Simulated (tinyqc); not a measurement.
# Worked calculation: long-channel MOSFET, surface-potential model

Numbers from tinyqc (`OMP_NUM_THREADS=1 python tinyqc.py 2360107 2360108 out.jsonl`; about 0.06 s on one thread of a shared Intel Xeon 2.30GHz). Printed values are rounded.

n-channel transistor on a uniformly doped p-type body, gradual-channel approximation, constant mobility, Boltzmann statistics, full ionisation. Potentials are counted from the neutral body; V is the electron quasi-Fermi potential, Vsb at the source and Vsb + Vds at the drain. Charges are magnitudes per area.

Inputs (values chosen for the exercise); material values those of a made-up semiconductor:
- T = 273 K (temperature)
- Eg = 0.977 eV (band gap)
- eps_r = 12 (relative permittivity of the semiconductor)
- Nc = 2.76e19 cm^-3 (conduction-band density of states at T)
- Nv = 2.11e19 cm^-3 (valence-band density of states at T)
- Na = 4.8e17 cm^-3 (acceptor density of the body)
- eox = 3.97 (relative permittivity of the gate insulator)
- tox = 16 nm (insulator thickness)
- Vfb = -0.86 V (flat-band voltage)
- mu = 190 cm^2/(V s) (channel mobility)
- W = 5 um (gate width)
- L = 2 um (gate length)
- Vsb = 2 V (source-body reverse bias)
- Vgs = 3.23 V (gate-source voltage)
- Vds = 2 V (drain-source voltage)

Constants: q = 1.602176634e-19 C, kB = 1.380649e-23 J/K, Vt = kB T/q, eps0 = 8.8541878128e-14 F/cm where lengths are in cm. Results are converted to the units shown.

## Body potential, insulator capacitance and body factor

ni = sqrt(Nc Nv) exp(-Eg/(2 Vt)), Eg in volts; phiF = Vt ln(Na/ni); Cox = eps0 eox/tox; gamma = sqrt(2 q eps0 eps_r Na)/Cox. VT = Vfb + 2 phiF + gamma sqrt(2 phiF + Vsb), m = 1 + gamma/(2 sqrt(2 phiF + Vsb)).

ni = 2.31489e10 cm^-3
phiF = 0.396339 V
Cox = 0.219695 uF/cm^2
gamma = 1.84008 V^0.5
VT = 3.00769 V
m = 1.55055

## Iteration 1: surface potential at the source by Newton steps

psi at the start (the smaller of 2 phiF + Vsb + 4 Vt and the root without inversion charge) = 2.88678 V

With V = Vsb: G = psi - Vt + Vt e, e = exp((psi - 2 phiF - Vsb)/Vt); f = Vgs + Vsb - Vfb - psi - gamma sqrt(G); f' = -1 - gamma (1 + e)/(2 sqrt(G)); psi(new) = psi - f/f'.

G = 4.14771 V
f = -0.544271 V
f' = -26.1170
psi after iteration 1 = 2.86594 V

## Iteration 2: surface potential at the source by Newton steps

As before.

G = 3.37208 V
f = -0.154919 V
f' = -12.7814
psi after iteration 2 = 2.85382 V

## Course of the iteration: surface potential at the source by Newton steps

Stop when psi changes by less than 1e-10 V, or after 40 iterations.

Course of the iteration:
```
iteration  psi (V)  |change| (V)
1          2.86594        0.0208
2          2.85382        0.0121
3          2.85053       3.29e-3
4          2.85034       1.90e-4
5          2.85034       5.83e-7
6          2.85034      5.47e-12
```

Converged in 6 iterations. At the end the number of correct digits about doubles with each step.

## Charges and current of the charge-sheet model

psi_0 = 2.85034 V
psi_L = 2.94492 V

psi_0 and psi_L solve Vgs + Vsb - Vfb - psi = gamma sqrt(G) at V = Vsb and Vsb + Vds. Qi = Cox gamma [sqrt(G) - sqrt(psi - Vt)], G = psi - Vt + Vt exp((psi - 2 phiF - V)/Vt), at both ends. With U = Vgs + Vsb - Vfb: drift = mu (W/L) Cox [U (psi_L - psi_0) - (psi_L^2 - psi_0^2)/2 - (2/3) gamma ((psi_L - Vt)^1.5 - (psi_0 - Vt)^1.5)]; diffusion = mu (W/L) Vt (Qi0 - QiL).

Qi0 = 32.0550 nC/cm^2
QiL = 2.15480e-34 nC/cm^2
drift current = 0.719337 uA
diffusion current = 0.358200 uA
drain current = 1.07754 uA

Drift carries 66.8 % of the current. The drain end is pinched off: its charge is under 1 % of that at the source.

## Inversion charge along the channel

V, point 0 to 8 (V): [2, 2.25, 2.5, 2.75, 3, 3.25, 3.5, 3.75, 4]

The surface potential psi at channel potential V solves Vgs + Vsb - Vfb - psi = gamma sqrt(G), G = psi - Vt + Vt exp((psi - 2 phiF - V)/Vt). Charge sheet: Qi = Cox gamma [sqrt(G) - sqrt(psi - Vt)]. Pao-Sah: Qi = (Cox gamma/2) integral from 3 Vt to psi of exp((u - 2 phiF - V)/Vt)/sqrt(G(u, V)) du.

```
point  psi (V)  Qi, charge sheet (nC/cm^2)  Qi, Pao-Sah (nC/cm^2)
0      2.85034                     32.0550                32.1886
1      2.94479                   0.0433813              0.0435581
2      2.94492                  1.05802e-6             1.06234e-6
3      2.94492                 2.56634e-11            2.57680e-11
4      2.94492                 6.22490e-16            6.25027e-16
5      2.94492                 1.50991e-20            1.51606e-20
6      2.94492                 3.66243e-25            3.67736e-25
7      2.94492                 8.88357e-30            8.91978e-30
8      2.94492                 2.15480e-34            2.16358e-34
```

At the source the charge-sheet charge is 0.41 % below the Pao-Sah one.

## Pao-Sah current by Simpson's rule

I = mu (W/L) integral of Qi dV; Simpson's rule on the 9 points, step Vds/8, weights 1, 4, 2, ..., 4, 1 times step/3.

Pao-Sah current = 1.28103 uA

Gauss-Legendre quadrature on many points gives 1.083 uA, so this value is 18 % above it; the charge-sheet current, 1.078 uA, is 0.52 % below it.
